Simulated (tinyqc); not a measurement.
Six-band Luttinger-Kohn model with strain: sweeps and comparisons. A value that a table varies takes the place of the one given here.

Six-band Luttinger-Kohn model in the basis |3/2,3/2>, |3/2,1/2>, |3/2,-1/2>, |3/2,-3/2>, |1/2,1/2>, |1/2,-1/2>, electron energies, zero at the top of the unstrained valence band. H = -[rows: (P+Q, -S, R, 0, -S/r2, r2 R); (-S*, P-Q, 0, R, -r2 Q, r32 S); (R*, 0, P-Q, S, r32 S*, r2 Q); (0, R*, S*, P+Q, -r2 R*, -S*/r2); (-S*/r2, -r2 Q, r32 S, -r2 R, P+Dso, 0); (r2 R*, r32 S*, r2 Q, -S/r2, 0, P+Dso)], r2 = sqrt(2), r32 = sqrt(3/2). Levels are twofold.

P = c g1 k^2 - av tr(e); Q = c g2 (kx^2 + ky^2 - 2 kz^2) - (b/2)(exx + eyy - 2 ezz); R = c sqrt3 [-g2 (kx^2 - ky^2) + 2i g3 kx ky] + (sqrt3/2) b (exx - eyy) - i d exy; S = 2 c sqrt3 g3 (kx - i ky) kz - d (exz - i eyz); c = hbar^2/2m0, e the strain tensor (not engineering shear).

s11 = (C11 + C12)/((C11 - C12)(C11 + 2 C12)), s12 = -C12/((C11 - C12)(C11 + 2 C12)), s44 = 1/C44; exx = s11 sxx + s12 (syy + szz) and cyclic, exy = s44 sxy/2; tension is positive. A uniaxial stress X along the unit vector n is s_ij = X n_i n_j.

Constants: hbar^2/2m0 = 3.80998211 eV angstrom^2.

Parameters, chosen for this exercise (near those of GaP; not measured data): Dso = 0.081 eV (spin-orbit splitting); g1 = 4 (Luttinger gamma1); g2 = 0.5 (gamma2); g3 = 1.23 (gamma3); av = 1.74 eV (valence hydrostatic potential); b = -1.57 eV (tetragonal shear potential); d = -4.4 eV (trigonal shear potential); C11 = 148.9 GPa; C12 = 64.7 GPa; C44 = 67.9 GPa; load = biaxial (001) (kind of stress); X1 = 1.7 GPa (size of the stress); E_h = 40 meV (hole energy below the top); X = -1.75 GPa (stress).

## Sweep of a biaxial (001) stress

Edges at k = 0 and curvature masses of the top pair along [110] and [001] (step 0.0002 1/angstrom); at zero stress the top is fourfold and has no single curvature.

Edges and masses:
```
X (GPa)  top (eV)  second (eV)  third (eV)  splitting (meV)  m [110]  m [001]
-1.50      0.0092      -0.0256     -0.1209             34.8    0.222    0.333
-1.00      0.0061      -0.0215     -0.1032             27.6    0.222    0.333
-0.50      0.0031      -0.0132     -0.0896             16.3    0.222    0.333
0.00       0.0000       0.0000     -0.0810              0.0        -        -
0.50       0.0175      -0.0031     -0.0766             20.5    0.302    0.186
1.00       0.0377      -0.0061     -0.0750             43.8    0.313    0.178
1.50       0.0596      -0.0092     -0.0751             68.8    0.319    0.174
```

How do the results move?

The splitting reaches 34.8 meV under compression and 68.8 meV under the same tension; linear shear terms alone would make the two equal, and the difference comes from the coupling to the split-off band. At the ends of the sweep the top pair has a mass along [110] of 0.222 under compression and 0.319 under tension, so compression gives the lighter holes along [110]; along [001] it has 0.333 and 0.174. The top edge itself moves by +9 and +60 meV.

## Which stress helps holes along [110]

Each load has size X1 (biaxial: sxx = syy); masses are curvatures of the top pair at k = 0.

Results:
```
load                         splitting (meV)  top edge (meV)  m [110]  m [001]
uniaxial [110], compression             79.3            36.9    0.130    0.321
uniaxial [110], tension                 36.9            42.4    0.526    0.222
uniaxial [100], compression             79.1            36.7    0.225    0.321
uniaxial [100], tension                 36.9            42.3    0.267    0.222
uniaxial [111], compression             79.3            36.9    0.162    0.250
uniaxial [111], tension                 36.9            42.4    0.361    0.250
biaxial (001), compression              36.9            10.4    0.222    0.333
biaxial (001), tension                  79.1            68.6    0.321    0.173
```

What does this show, and why?

The lightest mass along [110] (0.130) comes with uniaxial [110], compression. The largest splitting (79.3 meV) comes with uniaxial [111], compression. The heaviest mass along [001] (0.333), which lowers the confinement energy in a (001) channel, comes with biaxial (001), compression. The splitting per GPa follows b (s11 - s12) for loads along cube axes and d s44 for [111]: here 2 |b| (s11 - s12) = 37.3 and |d| s44/sqrt3 = 37.4 meV per GPa in the limit of large Dso; where the splitting nears Dso, mixing with the split-off band makes it depend on the sign of the load.

## Warping of the constant-energy contours (six-band Luttinger-Kohn model)

No strain (e = 0). In the plane kz = 0, |k| where the top and second pairs lie E_h below the top, against the angle from [100]; m = c k^2/E_h.

Contours:
```
angle (degrees)  k top (1/angstrom)  k second (1/angstrom)  m top (m0)  m second (m0)
0                            0.0592                 0.0469       0.333          0.209
9                            0.0609                 0.0464       0.354          0.205
18                           0.0660                 0.0455       0.415          0.198
27                           0.0739                 0.0447       0.521          0.191
36                           0.0833                 0.0442       0.660          0.186
45                           0.0882                 0.0441       0.740          0.185
```

How do the results move?

The heavy contour reaches 1.490 times as far along [110] as along [100], the light one 0.940 times. The warping follows g3 - g2 = 0.73 and would vanish for g2 = g3. Along [100] the heavy mass is 1/(g1 - 2 g2) = 0.333 at any energy, while the light one is 0.2094, against 1/(g1 + 2 g2) = 0.2000 at the edge, for E_h/Dso = 0.49.

## What each parameter does

Edges at k = 0 under a biaxial (001) stress X and the curvature mass of the top pair along [110] (step 0.0002 1/angstrom). Each row changes one parameter from the base and keeps the others.

Results:
```
case             top (eV)  second (eV)  third (eV)  mass (m0)
base               0.0107      -0.0266     -0.1308      0.222
C44 = 54.32 GPa    0.0107      -0.0266     -0.1308      0.222
X = -1.4 GPa       0.0086      -0.0251     -0.1171      0.222
g1 = 3.2           0.0107      -0.0266     -0.1308      0.270
b = -1.884 eV      0.0173      -0.0228     -0.1412      0.222
d = -3.52 eV       0.0107      -0.0266     -0.1308      0.222
g2 = 0.4           0.0107      -0.0266     -0.1308      0.227
Dso = 0.097 eV     0.0107      -0.0304     -0.1430      0.222
```

How do the results move?

The largest shifts from the base row, up to three for each result and ties (the steps differ in size, so this ranks the rows, not the parameters). top (eV): b +0.0065, X -0.0021; unchanged at the printed digits by C44, g1, d, g2 and Dso. second (eV): Dso -0.0038, b +0.0038, X +0.0015; unchanged at the printed digits by C44, g1, d and g2. third (eV): X +0.0137, Dso -0.0122, b -0.0104; unchanged at the printed digits by C44, g1, d and g2. mass (m0): g1 +0.048, g2 +0.005; unchanged at the printed digits by C44, X, b, d and Dso. The Luttinger parameters multiply k^2 and cannot move the edges; av shifts all edges alike and leaves the mass.

Run: tinyqc, `OMP_NUM_THREADS=1 python tinyqc.py 1080231 1080232 out.jsonl`; Intel(R) Xeon(R) Processor @ 2.30GHz, one thread, shared host; about 0.03 s of CPU time with all checks.
